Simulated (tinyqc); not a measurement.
Inside a calculation. Method: plane-wave Kohn-Sham cycle with exchange-only LDA in a layered model solid. One step of it, computed by the program tinyqc.

Task: Iteration 2: Hamiltonian at one k. H(m,m') = (k + G_m)^2/2 delta + V(G_m - G_m'), with V(-G) = V(G).

A solid whose potential varies along x alone (atomic units):
```
parameter                      value
period a                   14.700000
cross-section of the cell  23.000000
electrons per cell                 2
grid points                       16
plane waves -n..n, n               3
k points                           3
V1 in V1 cos(2 pi x/a)     -0.560000
```

V(G_m), m = 0, 1, 2, ... (hartree): [-0.115226, -0.001484, 0.036337, 0.008984, 0.002844, 0.000041, -0.000047]

k = 0.000000 2 pi / a

Give: H.

Result:

H (hartree), order -3, -2, -1, +0, +1, +2, +3:
$$\begin{pmatrix}
0.7069 & -0.0015 & 0.0363 & 0.0090 & 0.0028 & 0.0000 & 0.0000 \\
-0.0015 & 0.2502 & -0.0015 & 0.0363 & 0.0090 & 0.0028 & 0.0000 \\
0.0363 & -0.0015 & -0.0239 & -0.0015 & 0.0363 & 0.0090 & 0.0028 \\
0.0090 & 0.0363 & -0.0015 & -0.1152 & -0.0015 & 0.0363 & 0.0090 \\
0.0028 & 0.0090 & 0.0363 & -0.0015 & -0.0239 & -0.0015 & 0.0363 \\
0.0000 & 0.0028 & 0.0090 & 0.0363 & -0.0015 & 0.2502 & -0.0015 \\
0.0000 & 0.0000 & 0.0028 & 0.0090 & 0.0363 & -0.0015 & 0.7069
\end{pmatrix}$$
